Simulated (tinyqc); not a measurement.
What moves the results: polar nitride quantum well with polarisation fields. A value that a table varies takes the place of the one given here.

Growth along [0001]. e_par = (a_sub - a)/a, Ppz = 2 e_par (e31 - e33 C13/C33), P = Psp + Ppz in each layer; strain relaxation and the strain shift of the gaps are left out, although thick layers with more than about 1 % mismatch would relax.

In a periodic stack without free charge the potential drop over a period vanishes: F_w = (P_b - P_w) Lb/(eps0 (eps_w Lb + eps_b Lw)), F_b = -F_w Lw/Lb, eps0 = 8.8541878e-12 F/m; 1 MV/cm = 1e8 V/m = 0.01 V/angstrom.

Envelope functions on cells of 0.25 angstrom over barrier, well, barrier (widths Lb, Lw, Lb), psi = 0 beyond, psi'/m continuous (mean mass between points), c = hbar^2/2m0. With u(z) the integral of e F (F_w in the well, F_b = -F_w Lw/Lb in the barriers, 1 MV/cm = 0.01 V/angstrom), zero at the centre of the well, the electron sees u plus Vc in the barriers and the hole -u plus Vv. The transition is Eg + E_e + E_h; excitons are left out.

Constants: hbar^2/2m0 = 3.80998211 eV angstrom^2; hc = 1239.841984 eV nm.

Parameters, chosen for this exercise (near those of an InGaN well in GaN; the results hold for these values, not for the real material): a_w = 3.282 angstrom (lattice constant a, well); a_b = 3.189 angstrom (lattice constant a, barrier); a_sub = 3.189 angstrom (in-plane lattice constant of the stack); Psp_w = -0.0299 C/m^2 (spontaneous polarisation); Psp_b = -0.0345 C/m^2 (spontaneous polarisation); e31_w = -0.362 C/m^2; e31_b = -0.337 C/m^2; e33_w = 0.704 C/m^2; e33_b = 0.662 C/m^2; C_w = 0.285 (C13/C33); C_b = 0.265 (C13/C33); eps_w = 11.6 (dielectric constant); eps_b = 10.2 (dielectric constant); Lb = 45 angstrom (barrier width); Eg = 2.456 eV (gap of the well); Vc = 0.669 eV (conduction offset); Vv = 0.315 eV (valence offset); me = 0.166 m0 (electron, well); meb = 0.2 m0 (electron, barrier); mh = 1.73 m0 (hole, everywhere); Ls = (12, 18, 24, 30, 36, 45) angstrom (well widths); Lw = 15 angstrom (well width).

## Width of the well

Field, levels and overlap anew for each width.

Results:

| Lw (angstrom) | F_w (MV/cm) | E (eV) | E without field (eV) | overlap^2 | ln overlap^2 |
|---|---|---|---|---|---|
| 12 | -2.878 | 2.8111 | 2.8670 | 0.662 | -0.41 |
| 18 | -2.628 | 2.6122 | 2.7252 | 0.435 | -0.83 |
| 24 | -2.418 | 2.4650 | 2.6447 | 0.225 | -1.49 |
| 30 | -2.240 | 2.3466 | 2.5952 | 0.0970 | -2.33 |
| 36 | -2.085 | 2.2462 | 2.5628 | 0.0360 | -3.32 |
| 45 | -1.890 | 2.1189 | 2.5319 | 0.00645 | -5.04 |

The red shift grows from 56 to 413 meV. The line drops below Eg between 24 and 30 angstrom, which a square well can never do. Over the last two rows dE/dLw = -14.1 meV per angstrom, against -|e F_w| = -18.9 in the last row; the field itself weakens by 34 % over the table, since a wider well shares the drop with the barrier. The overlap falls by a factor 103.

## Screening the field

F_w = -2.7472 MV/cm

Carriers or a semipolar orientation reduce the field; here it is simply scaled in well and barrier.

Results:

| share of the field | F_w (MV/cm) | E (eV) | nm | overlap^2 | separation (angstrom) |
|---|---|---|---|---|---|
| 1.0 | -2.747 | 2.7030 | 458.7 | 0.56 | 6.5 |
| 0.8 | -2.198 | 2.7305 | 454.1 | 0.64 | 5.5 |
| 0.6 | -1.648 | 2.7534 | 450.3 | 0.73 | 4.4 |
| 0.4 | -1.099 | 2.7708 | 447.5 | 0.82 | 3.0 |
| 0.2 | -0.549 | 2.7817 | 445.7 | 0.88 | 1.6 |
| 0.0 | 0.000 | 2.7855 | 445.1 | 0.91 | 0.0 |

Full screening shifts the line by -13.6 nm (+83 meV). The first fifth of the screening gives 28 meV and the last fifth 4 meV; a purely quadratic shift would give a ratio of 9, a linear one 1, and here it is 7.3.

## What each parameter does

Polarisation, field, levels and overlap anew. Each row changes one parameter from the base and keeps the others.

Results:

| case | F_w (MV/cm) | E (eV) | overlap^2 | red shift (meV) |
|---|---|---|---|---|
| base | -2.747 | 2.7030 | 0.56 | 83 |
| Lw = 20 angstrom | -2.554 | 2.5589 | 0.36 | 135 |
| Lb = 30 angstrom | -2.468 | 2.7204 | 0.61 | 65 |
| a_sub = 3.179 angstrom | -2.763 | 2.7021 | 0.55 | 83 |
| Psp_b = -0.038 C/m^2 | -3.011 | 2.6883 | 0.52 | 97 |
| e33_w = 0.774 C/m^2 | -2.832 | 2.6983 | 0.54 | 87 |
| eps_w = 12.8 | -2.544 | 2.7136 | 0.59 | 72 |
| mh = 1.21 m0 | -2.747 | 2.7225 | 0.61 | 78 |
| Vc = 0.569 eV | -2.747 | 2.6775 | 0.53 | 86 |

The largest shifts from the base row, up to three for each result and ties (the steps differ in size, so this ranks the rows, not the parameters). F_w (MV/cm): Lb +0.280, Psp_b -0.264, eps_w +0.203; unchanged at the printed digits by mh and Vc. E (eV): Lw -0.1441, Vc -0.0255, mh +0.0196. overlap^2: Lw -0.200, Lb +0.0557, mh +0.0521. red shift (meV): Lw +52, Lb -17, Psp_b +15; unchanged at the printed digits by a_sub.

Program tinyqc; command `OMP_NUM_THREADS=1 python tinyqc.py 1282127 1282128 out.jsonl`; about 0.03 s on one thread of a shared Intel(R) Xeon(R) Processor @ 2.30GHz.
